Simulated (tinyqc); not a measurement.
LDA (PW92) atom on a uniform radial grid, spin-unpolarised, for Mg(2+), step by step. Computed by tinyqc, a small Python program that keeps every step. Settings: Z = 12, points = 128, R = 6.8, functional = lda,pw, mixing = 0.2, iteration cap = 68. Command: `OMP_NUM_THREADS=1 python tinyqc.py 27307 27308 out.jsonl` (the two numbers bound the seeds that draw the settings). One thread of a shared host (Intel(R) Xeon(R) Processor @ 2.60GHz), about 0.4 s of CPU time with the checks. Later iterations appear only in the table of the cycle.

## Iteration 1

Spherical atom on a uniform radial grid r_j = j h with h = R/(N + 1), h sum u^2 = 1 and integrals as h times sums, u(0) = u(R) = 0 (atomic units):
```
parameter           value
Z                      12
points N              128
R                6.800000
h                0.052713
mixing           0.200000
electrons in 1s         2
electrons in 2s         2
electrons in 2p         6
```

Three-point differences turn -u''/2 + [l(l+1)/2r^2 - Z/r + V] u = e u into a tridiagonal matrix (diagonal 1/h^2 + potential, off-diagonal -1/2h^2). D = sum f u^2; the Hartree potential y/r solves y'' = -D/r with y(0) = 0, y(R) = N_e; v_xc comes from rho = D/(4 pi r^2); E = sum f e - int D V + int D (V_H/2 + eps_xc); V(new) = V + mixing (V_H + v_xc - V).

eigenvalues (hartree): [-65.9561, -17.5711, -18.1593]

Every 8th grid point:
```
r         V in     u(1s)      u(2s)     u(2p)         D      V_H       v_xc
0.4217  0.0000    0.2727    -1.4868    1.4358   16.9398  21.4245    -2.0320
0.8434  0.0000    0.0046    -0.6678    0.4465    2.0880  11.8187    -0.6737
1.2651  0.0000  5.86e-05    -0.1354    0.0789    0.0740   7.9039    -0.1895
1.6868  0.0000  6.61e-07    -0.0208    0.0111    0.0016   5.9283    -0.0506
2.1085  0.0000  6.99e-09    -0.0028    0.0014  2.63e-05   4.7426    -0.0126
2.5302  0.0000  7.09e-11  -3.34e-04  1.55e-04  3.68e-07   3.9522    -0.0029
2.9519  0.0000         0  -3.81e-05  1.67e-05  4.58e-09   3.3876    -0.0006
3.3736  0.0000         0  -4.15e-06  1.73e-06  5.26e-11   2.9642  -1.35e-04
3.7953  0.0000    0.0000  -4.39e-07  1.74e-07         0   2.6348  -2.78e-05
4.2171  0.0000    0.0000  -4.51e-08  1.70e-08         0   2.3713     0.0000
4.6388  0.0000    0.0000  -4.55e-09  1.63e-09         0   2.1557     0.0000
5.0605  0.0000    0.0000  -4.50e-10  1.54e-10         0   1.9761     0.0000
5.4822  0.0000    0.0000  -4.39e-11  1.44e-11         0   1.8241     0.0000
5.9039  0.0000    0.0000          0         0         0   1.6938     0.0000
6.3256  0.0000    0.0000          0         0         0   1.5809     0.0000
6.7473  0.0000    0.0000          0         0         0   1.4821     0.0000
```

total energy = -169.526843 hartree

## Iteration 2

As before.

eigenvalues (hartree): [-59.4948, -13.9896, -14.0735]

Every 8th grid point:
```
r         V in     u(1s)      u(2s)     u(2p)         D      V_H       v_xc
0.4217  3.8785    0.2913    -1.4106    1.4190   16.2303  20.8735    -2.0042
0.8434  2.2290    0.0058    -0.7627    0.5495    2.9755  11.7870    -0.7526
1.2651  1.5429  8.82e-05    -0.1915    0.1250    0.1671   7.9030    -0.2421
1.6868  1.1755  1.21e-06    -0.0369    0.0229    0.0059   5.9283    -0.0748
2.1085  0.9460  1.58e-08    -0.0062    0.0037  1.60e-04   4.7426    -0.0220
2.5302  0.7899  1.98e-10    -0.0010    0.0006  3.71e-06   3.9522    -0.0061
2.9519  0.6774         0  -1.39e-04  8.02e-05  7.74e-08   3.3876    -0.0016
3.3736  0.5928         0  -1.95e-05  1.11e-05  1.49e-09   2.9642  -4.05e-04
3.7953  0.5270         0  -2.65e-06  1.48e-06  2.71e-11   2.6348  -1.00e-04
4.2171  0.4743         0  -3.50e-07  1.93e-07         0   2.3713  -2.44e-05
4.6388  0.4311         0  -4.55e-08  2.48e-08         0   2.1557     0.0000
5.0605  0.3952         0  -5.81e-09  3.14e-09         0   1.9761     0.0000
5.4822  0.3648         0  -7.33e-10  3.92e-10         0   1.8241     0.0000
5.9039  0.3388         0  -9.13e-11  4.83e-11         0   1.6938     0.0000
6.3256  0.3162         0  -1.12e-11         0         0   1.5809     0.0000
6.7473  0.2964         0          0         0         0   1.4821     0.0000
```

total energy = -175.803616 hartree

## Iteration 3

As before.

eigenvalues (hartree): [-54.6401, -11.3253, -11.0627]

Every 8th grid point:
```
r         V in     u(1s)      u(2s)     u(2p)         D      V_H       v_xc
0.4217  6.8767    0.3060    -1.3379    1.3866   15.3029  20.3322    -1.9666
0.8434  3.9901    0.0068    -0.8373    0.6399    3.8587  11.7424    -0.8166
1.2651  2.7665  1.20e-04    -0.2495    0.1789    0.3166   7.9011    -0.2938
1.6868  2.1111  1.93e-06    -0.0578    0.0408    0.0167   5.9282    -0.1021
2.1085  1.7009  2.95e-08    -0.0118    0.0083    0.0007   4.7426    -0.0344
2.5302  1.4211  4.36e-10    -0.0022    0.0016  2.48e-05   3.9522    -0.0111
2.9519  1.2191         0  -3.95e-04  2.86e-04  8.04e-07   3.3876    -0.0034
3.3736  1.0670         0  -6.79e-05  5.00e-05  2.42e-08   2.9642    -0.0010
3.7953  0.9485         0  -1.13e-05  8.50e-06  6.90e-10   2.6348  -2.91e-04
4.2171  0.8537         0  -1.85e-06  1.41e-06  1.88e-11   2.3713  -8.28e-05
4.6388  0.7761         0  -2.96e-07  2.31e-07         0   2.1557  -1.12e-05
5.0605  0.7114         0  -4.67e-08  3.72e-08         0   1.9761     0.0000
5.4822  0.6567         0  -7.27e-09  5.93e-09         0   1.8241     0.0000
5.9039  0.6098         0  -1.12e-09  9.34e-10         0   1.6938     0.0000
6.3256  0.5691         0  -1.69e-10  1.44e-10         0   1.5809     0.0000
6.7473  0.5335         0          0         0         0   1.4821     0.0000
```

total energy = -179.954383 hartree

## Convergence

Stop when input and output potentials agree to 1e-7.

Course of the cycle (hartree):
```
iteration            E     e(1s)     e(2s)     e(2p)  largest |V(out) - V(in)|
1          -169.526843  -65.9561  -17.5711  -18.1593                  3.74e+01
2          -175.803616  -59.4948  -13.9896  -14.0735                  2.81e+01
3          -179.954383  -54.6401  -11.3253  -11.0627                  2.09e+01
4          -182.599941  -51.0196   -9.3422   -8.8468                  1.55e+01
5          -184.220063  -48.3405   -7.8649   -7.2168                  1.14e+01
6          -185.171372  -46.3729   -6.7635   -6.0172                  8.31e+00
7          -185.706688  -44.9377   -5.9414   -5.1332                  6.03e+00
8          -185.995764  -43.8968   -5.3268   -4.4804                  4.37e+00
9          -186.146086  -43.1446   -4.8663   -3.9969                  3.16e+00
10         -186.221766  -42.6019   -4.5204   -3.6374                  2.29e+00
11         -186.258913  -42.2102   -4.2595   -3.3688                  1.66e+00
...                ...       ...       ...       ...                       ...
58         -186.293621  -41.1038   -3.3941   -2.5022                  2.08e-05
59         -186.293621  -41.1038   -3.3941   -2.5022                  1.66e-05
60         -186.293621  -41.1038   -3.3941   -2.5022                  1.32e-05
61         -186.293621  -41.1038   -3.3941   -2.5022                  1.06e-05
62         -186.293621  -41.1038   -3.3941   -2.5022                  8.42e-06
63         -186.293621  -41.1038   -3.3940   -2.5022                  6.71e-06
64         -186.293621  -41.1038   -3.3940   -2.5022                  5.35e-06
65         -186.293621  -41.1037   -3.3940   -2.5022                  4.26e-06
66         -186.293621  -41.1037   -3.3940   -2.5022                  3.40e-06
67         -186.293621  -41.1037   -3.3940   -2.5022                  2.71e-06
68         -186.293621  -41.1037   -3.3940   -2.5022                  2.16e-06
```

Not converged within 68 iterations: the residual falls steadily but slowly, by a factor of about 0.80 a step. Reruns (cap 100 unless said): mixing 0.3: converged in 52; mixing 0.6: converged in 21; the original settings with a cap of 400: converged in 82. Even converged, this uniform grid resolves the cusp poorly and misses the energy of the atom.
